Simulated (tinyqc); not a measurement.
# Worked calculation: semiconductor laser, carrier and photon rate equations

Numbers from tinyqc (`OMP_NUM_THREADS=1 python tinyqc.py 2840104 2840105 out.jsonl`; about 0.01 s on one thread of a shared Intel Xeon 2.30GHz). Printed values are rounded.

Carrier density N and photon density S in one mode: dN/dt = F1 = eta I/(q V) - (A N + B N^2 + C N^3) - vg g S; dS/dt = F2 = G vg g S + G be B N^2 - S/tp, with g = g0 ln(N/Ntr)/(1 + ec S). Output power P = Fo Eph S V/(G tp). No heating, no carrier transport.

Parameters, values chosen for the exercise:
```
symbol,value,unit,meaning
V,8.9e-12,cm^3,active volume
G,0.091,,confinement factor
vg,7.22e9,cm/s,group velocity
g0,1900,1/cm,gain coefficient
Ntr,1.6e18,cm^-3,transparency density
ec,9.3e-18,cm^3,gain compression
tp,4,ps,photon lifetime
A,2.4e8,1/s,defect recombination coefficient
B,1e-10,cm^3/s,radiative coefficient
C,1.5e-29,cm^6/s,Auger coefficient
be,2.7e-5,,share of spontaneous emission into the mode
eta,0.8,,injection efficiency
Fo,0.56,,share of cavity losses that is output
Eph,1.27,eV,photon energy
I,8.3,mA,drive current
dt,3,ps,time step
```

Constants: q = 1.602176634e-19 C. Results are converted to the units shown.

## Threshold

gth = 1/(G vg tp), Nth = Ntr exp(gth/g0), Ith = q V (A Nth + B Nth^2 + C Nth^3)/eta. Above it S is near G tp eta (I - Ith)/(q V). Carrier lifetime at threshold Nth/(A Nth + B Nth^2 + C Nth^3).

gth = 380.5059 1/cm
Nth = 1.954765e18 cm^-3
Ith = 1.716997 mA
estimate of S = 1.344358e15 cm^-3
carrier lifetime = 2.029249 ns

## Iteration 1: steady state by Newton steps

(N, S) at the start (Nth and the estimate of S): N (1e18 cm^-3) 1.955, S (1e15 cm^-3) 1.34

Jacobian, with a = g0/(N (1 + ec S)) and d = g/(1 + ec S): J11 = -(A + 2 B N + 3 C N^2) - vg a S, J12 = -vg d, J21 = G vg a S + 2 G be B N, J22 = G vg d - 1/tp. Solve J d = -F and add d to (N, S).

F1, F2 (1e27 cm^-3/s): 0.05491243  -0.003923704

J (1/ns):
```
            N          S
F1  -10.08988  -2681.649
F2  0.8451076  -5.969941
```

(N, S) after iteration 1: N (1e18 cm^-3) 1.959664, S (1e15 cm^-3) 1.342930

## Iteration 2: steady state by Newton steps

As before.

F1, F2 (1e27 cm^-3/s): -4.573106e-5  3.789367e-6

J (1/ns):
```
            N          S
F1  -10.08954  -2713.388
F2  0.8449173  -3.081705
```

(N, S) after iteration 2: N (1e18 cm^-3) 1.959659, S (1e15 cm^-3) 1.342930

## Course of the iteration: steady state by Newton steps

Stop when the largest change of (N, S) is below 1e-9, or after 40 iterations. N is counted in 1e18 and S in 1e15 cm^-3, and S must be positive.

Course of the iteration:
```
iteration  S (1e15 cm^-3)  largest |change| of one entry
1                1.342930                        4.66e-3
2                1.342930                        4.49e-6
3                1.342930                       4.55e-12
```

Converged in 3 iterations. The change falls from 0.0047 in the first iteration to below the tolerance in the last.

## Power, relaxation frequency, damping and bandwidth

N = 1.959659e18 cm^-3
S = 1.342930e15 cm^-3

Jacobian, with a = g0/(N (1 + ec S)) and d = g/(1 + ec S): J11 = -(A + 2 B N + 3 C N^2) - vg a S, J12 = -vg d, J21 = G vg a S + 2 G be B N, J22 = G vg d - 1/tp. wR^2 = det J, gamma = -trace J, fR = wR/(2 pi); the response wR^2/(wR^2 - w^2 + i gamma w) falls to 1/sqrt(2) at w^2 = x + sqrt(x^2 + wR^4), x = wR^2 - gamma^2/2 (f3dB = w/(2 pi)).

P = 3.741486 mW
fR = 7.672009 GHz
gamma = 13.17405 1/ns
f3dB = 11.76275 GHz

f3dB is 1.53 times fR (1.55 without damping). gamma/wR = 0.27: the response has a resonance peak.

## One Runge-Kutta step of a transient

(N, S) at the start: N (1e18 cm^-3) 1.999, S (1e15 cm^-3) 0.671

y = (N, S), k1 = F(y), k2 = F(y + dt k1/2), k3 = F(y + dt k2/2), k4 = F(y + dt k3), y(new) = y + dt (k1 + 2 k2 + 2 k3 + k4)/6.

slopes per ps, N in 1e18 and S in 1e15 cm^-3:
```
          dN/dt       dS/dt
k1  0.001620732  0.01758830
k2  0.001527624  0.01928414
k3  0.001520693  0.01928933
k4  0.001419887  0.02105761
```

(N, S) after the step: N (1e18 cm^-3) 2.003569, S (1e15 cm^-3) 0.7288964
